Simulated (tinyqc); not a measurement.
Wannier-Stark ladder of a miniband, step by step. Values are carried at full precision from step to step, so a last printed digit may differ when a step is redone from the rounded ones.

One state in each well j = -(Nw - 1)/2 ... (Nw - 1)/2: H_jj = j e F d, H_(j,j+1) = -W/4; 1 kV/cm = 0.01 meV/angstrom. In an infinite chain the levels are j e F d and the state of well 0 has amplitude J_j(x) in size on well j, x = W/(2 e F d).

Constants: hbar = 6.58211957e-16 eV s.

Inputs chosen for the exercise (near those of a GaAs/AlGaAs superlattice; shifted at random, so the results belong to these values and not to a real crystal): W = 46 meV (miniband width); d = 59 angstrom (period); F = 47 kV/cm (field); Nw = 7 (wells).

## Scales

Give e F d, x, the Bloch frequency e F d/(2 pi hbar) and period, and the swing W/(e F) of a wave packet.

e F d = 27.730 meV
x = 0.8294
frequency = 6.705 THz
period = 0.149 ps
swing = 98 angstrom

## The matrix

Fill it in.

H (meV):
```
         -3       -2       -1        0        1        2        3
-3  -83.190  -11.500        0        0        0        0        0
-2  -11.500  -55.460  -11.500        0        0        0        0
-1        0  -11.500  -27.730  -11.500        0        0        0
0         0        0  -11.500        0  -11.500        0        0
1         0        0        0  -11.500   27.730  -11.500        0
2         0        0        0        0  -11.500   55.460  -11.500
3         0        0        0        0        0  -11.500   83.190
```

## Levels and the middle state

Diagonalise; give the levels, their spacings and the weights of the middle level on the wells.

levels (meV): -87.615  -55.794  -27.740  0.000  27.740  55.794  87.615

spacings (meV): 31.821  28.054  27.740  27.740  28.054  31.821

weights: 0.0001  0.0066  0.1444  0.6977  0.1444  0.0066  0.0001

The spacing in the middle is 1.0004 e F d and at the ends 1.148 e F d; states that reach the ends of the stack are pushed apart.

## Bessel amplitudes

With x = W/(2 e F d): J_j(x)^2 for j = 0 to 5, their running sum over -j ... j, and the spread sqrt(sum j^2 J_j^2) = x/sqrt2. For a hole fixed in well 0 the J_j^2 are the strengths of the optical lines at j e F d.

Weights:
```
j   J_j^2     sum
0  0.6977  0.6977
1  0.1444  0.9866
2  0.0066  0.9997
3  0.0001  1.0000
4  0.0000  1.0000
5  0.0000  1.0000
```

spread = 0.586 periods

The strongest line is j = 0.

## Checks

- Weight on well 1 of the middle state of 61 wells against J_1(x)^2: both 0.1444.

Program tinyqc; command `OMP_NUM_THREADS=1 python tinyqc.py 1252323 1252324 out.jsonl`; about 0.01 s on one thread of a shared Intel(R) Xeon(R) Processor @ 2.30GHz.
